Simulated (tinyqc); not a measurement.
Implant damage, amorphisation by cascade overlap, and solid-phase epitaxial regrowth. Inputs raised by 10 %, one at a time. Computed by tinyqc, a small Python program. Command: `OMP_NUM_THREADS=1 python tinyqc.py 3113343 3113344 out.jsonl sper sens`. One thread of a shared host (Intel(R) Xeon(R) Processor @ 2.30GHz), about 0.02 s of CPU time with the checks.

Range and width of the damage are inputs. Dynamic annealing enters only through the surviving share f.

Inputs (values chosen for the exercise, modelled on silicon ions in silicon):
```
quantity                         value    unit
atomic density N                  49.9  1/nm^3
ion Z1                              14       -
ion mass M1                         28       u
target Z2                           14       -
target mass M2                   28.09       u
ion energy E                        52     keV
displacement energy E_d             16      eV
depth of the damage peak R_d        43      nm
width of the damage profile s_d     20      nm
share of defects that survive f   0.71       -
critical displaced share x_c       0.2       -
dose Q                           1e+15  1/cm^2
regrowth prefactor v0            4e+15    nm/s
regrowth energy E_a               2.71      eV
anneal temperature                 548       C
rate relative to (100)            0.33       -
peak enhancement by the dopant     8.5       -
ramp rate                          7.9     K/s
```

Constants: a_0 = 0.529177210903 angstrom; e^2/(4 pi eps_0) = 14.39964548 eV angstrom; k_B = 8.617333262e-05 eV/K.

Method:
- Robinson partition: eps = E a M2/(Z1 Z2 (e^2/(4 pi eps_0)) (M1 + M2)), a = 0.8853 a_0/sqrt(Z1^(2/3) + Z2^(2/3)); k = 0.0793 Z1^(2/3) Z2^(1/2) (M1 + M2)^(3/2)/((Z1^(2/3) + Z2^(2/3))^(3/4) M1^(3/2) M2^(1/2)); damage energy T_d = E/(1 + k (eps + 0.40244 eps^(3/4) + 3.4008 eps^(1/6))); displacements nu = 0.8 T_d/(2 E_d).
- Displaced share x(z) = f nu Q exp(-(z - R_d)^2/(2 s_d^2))/(sqrt(2 pi) s_d N); the layer is amorphous where x > x_c, between R_d -/+ s_d sqrt(2 ln(x_max/x_c)), the upper edge being cut at the surface. Threshold dose Q_c = Q x_c/x_max.
- Displaced atoms per area beyond the lower edge z2: f nu Q (1/2) erfc((z2 - R_d)/(sqrt2 s_d)); they are not removed by regrowth.
- v = v0 x orientation factor x exp(-E_a/(k_B T)) x [1 + (enhancement - 1) exp(-(z - R_d)^2/(2 s_d^2))], T = anneal temperature + 273.15 K; the dopant is taken to follow the damage profile; the lower front moves from the lower edge z2 to the surface, or to the middle (z1 + z2)/2 of a buried layer with upper edge z1; time = int dz/v; the equivalent undoped distance is that time times the undoped velocity.
- On a linear ramp from 200 C regrowth ends at the T_f where int v_undoped dT/(ramp rate) equals the equivalent undoped distance.

Runs; columns: (1) input moved; (2) from; (3) to; (4) lower edge (nm); (5) displaced atoms beyond z2 (1/cm^2); (6) time with enhancement (s); (7) temperature at which regrowth ends (C):
```
(1)                                     (2)      (3)     (4)         (5)    (6)     (7)
base run                                  -        -  86.279  7.9232e+15    687  679.71
ion energy E (keV)                       52     57.2  86.988  7.8245e+15    701  680.25
width of the damage profile s_d (nm)     20       22  89.628  8.8553e+15    665  678.81
share of defects that survive f        0.71    0.781  87.151  7.8022e+15    704  680.37
critical displaced share x_c            0.2     0.22  85.389  8.8553e+15    330  660.09
dose Q (1/cm^2)                       1e+15  1.1e+15  87.151  7.8022e+15    704  680.37
regrowth energy E_a (eV)               2.71    2.981  86.279  7.9232e+15  31645  772.15
```

Exponents ln(y'/y) / ln(x'/x):
```
input                            lower edge  displaced atoms beyond z2  time with enhancement  temperature at which regrowth ends
ion energy E                          0.086                     -0.132                  0.206                               0.008
width of the damage profile s_d       0.400                      1.167                 -0.349                              -0.014
share of defects that survive f       0.106                     -0.161                  0.253                               0.010
critical displaced share x_c         -0.109                      1.167                 -7.704                              -0.307
dose Q                                0.106                     -0.161                  0.253                               0.010
regrowth energy E_a                   0.000                      0.000                 40.182                               1.338
```

Among the inputs moved here: lower edge answers most in size to width of the damage profile s_d (exponent +0.400), next to critical displaced share x_c (-0.109); its exponent is below 0.0005 for regrowth energy E_a. Displaced atoms beyond z2 answers most in size to width of the damage profile s_d (exponent +1.167), and about equally to critical displaced share x_c (+1.167); its exponent is below 0.0005 for regrowth energy E_a. Time with enhancement answers most in size to regrowth energy E_a (exponent +40.182), next to critical displaced share x_c (-7.704). Temperature at which regrowth ends answers most in size to regrowth energy E_a (exponent +1.338), next to critical displaced share x_c (-0.307).
